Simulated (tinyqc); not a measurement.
Thermal and gravitational stress in a wafer during furnace and rapid thermal processing, and the onset of slip: one step, computed by the program tinyqc.

A thin free disc in plane stress, isotropic; T(r) = T_centre + dT (r/R)^n. Stress is positive in tension; sigma_SB = 5.670374419e-8 W/(m^2 K^4), g = 9.80665 m/s^2.

Question. Gravity. Own weight q = rho g t on a ring of radius b R, x = r/R: moments of an edge-supported plate, M_r = q R^2 (3 + nu)(1 - x^2)/16 and M_t = q R^2 [(3 + nu) - (1 + 3 nu) x^2]/16, less the uniform moment inside the ring load, q R^2 [(1 - nu)(1 - b^2) - 2 (1 + nu) ln b]/8; stress at the lower face = 6 M/t^2.

Inputs (values chosen for the exercise, modelled on silicon): wafer radius R = 150 mm; thickness t = 775 micrometre; Poisson ratio nu = 0.22; density rho = 2330 kg/m^3; radius of the support ring over R = 0.66.

Give: stress at the centre; radial stress at the ring; hoop stress at the ring.

Answer.

stress at the centre = 0.077570 MPa

radial stress at the ring = -0.27136 MPa

hoop stress at the ring = -0.10231 MPa
